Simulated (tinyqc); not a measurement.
Worked calculation: tight binding, kagome lattice. One step of it, computed by the program tinyqc.

Question. Levels at k. Diagonalise the Hermitian matrix.

H(k) at k (eV), order A, B, C:
$$\begin{pmatrix}
0.000000 & -0.404089+0.254839i & -2.078218+1.317273i \\
-0.404089-0.254839i & 0.000000 & -1.654605-1.357316i \\
-2.078218-1.317273i & -1.654605+1.357316i & 0.000000
\end{pmatrix}$$

Give: eigenvalues; weights |c|^2 of the basis functions.

Answer.

eigenvalues (eV): [-3.4618, 0.3618, 3.1000]

weights |c|^2 of the basis functions, order A, B, C:
$$\begin{pmatrix}
0.2951 & 0.4250 & 0.2799 \\
0.2363 & 0.5658 & 0.1979 \\
0.4686 & 0.0093 & 0.5222
\end{pmatrix}$$
